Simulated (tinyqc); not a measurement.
Cap thickness from the capacitance plateau.

Question. With only the buried channel on, 1/C = 1/Cox + (tc + zc)/(eps0 eps_r), Cox = eps0 eox/tox. Find tc and the oxide-equivalent thickness 3.9 eps0/C.

Inputs (values chosen for the exercise); band and dielectric values close to those of silicon:
```
symbol,value,unit,meaning
eps_r,11.8,,relative permittivity
eox,3.9,,relative permittivity of the gate insulator (close to silicon dioxide)
tox,2.5,nm,insulator thickness
zc,0.8,nm,depth of the hole centroid below the top of the SiGe
```

Constants: eps0 = 8.8541878128e-14 F/cm where lengths are in cm. Results are converted to the units shown.

plateau of C/Cox with only the buried channel on = 0.58346519

Answer. The cap and the centroid act as a second capacitor in series with the insulator.

tc = 4.60 nm
equivalent thickness = 4.28 nm

tinyqc, about 0.03 s, one thread, Intel Xeon 2.30GHz (shared host): `OMP_NUM_THREADS=1 python tinyqc.py 2042126 2042127 out.jsonl`
